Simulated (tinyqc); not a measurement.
AlGaN/GaN HEMT with access regions, lumped model: one step of the calculation.

A polarisation-induced electron sheet under a Schottky gate, in series with two ungated access regions and contacts. Drift law v = mu E/(1 + mu E/vs) under the gate. Currents in mA/mm, resistances in ohm mm. No self-heating, no channel-length modulation; fits for polarisation, barrier and offset are chosen for the exercise.

Problem. Polarisation charge, threshold and sheet resistance. sigma = (5e13 x + 1.6e13 x^2) cm^-2, phiB = 0.84 + 1.3 x, dEc = 0.7 (1.71 x + x^2) in volts, Cb = eps0 eps_r/d, VT = phiB - dEc - q sigma/Cb, access density n0 = -Cb VT/q. Rsh = 1/(q mu n0); largest access current q n0 vs.

Parameters, values chosen for the exercise; values close to those of AlGaN/GaN structures:
```
symbol  value        unit                                       meaning
x        0.29                            aluminium share of the barrier
d          30          nm                             barrier thickness
eps_r     9.3              relative permittivity of barrier and channel
mu       1200  cm^2/(V s)                              channel mobility
vs      1.2e7        cm/s                           saturation velocity
```

Constants: q = 1.602176634e-19 C, eps0 = 8.8541878128e-14 F/cm where lengths are in cm. Results are converted to the units shown.

Find: sigma; Cb; VT; n0; Rsh; q n0 vs.

Solution.

sigma = 1.5846e13 cm^-2
Cb = 0.27448 uF/cm^2
VT = -8.4383 V
n0 = 1.4456e13 cm^-2
Rsh = 359.79 ohm
q n0 vs = 2779.4 mA/mm

tinyqc, about 0.03 s, one thread, Intel Xeon 2.30GHz (shared host): `OMP_NUM_THREADS=1 python tinyqc.py 2570078 2570079 out.jsonl`
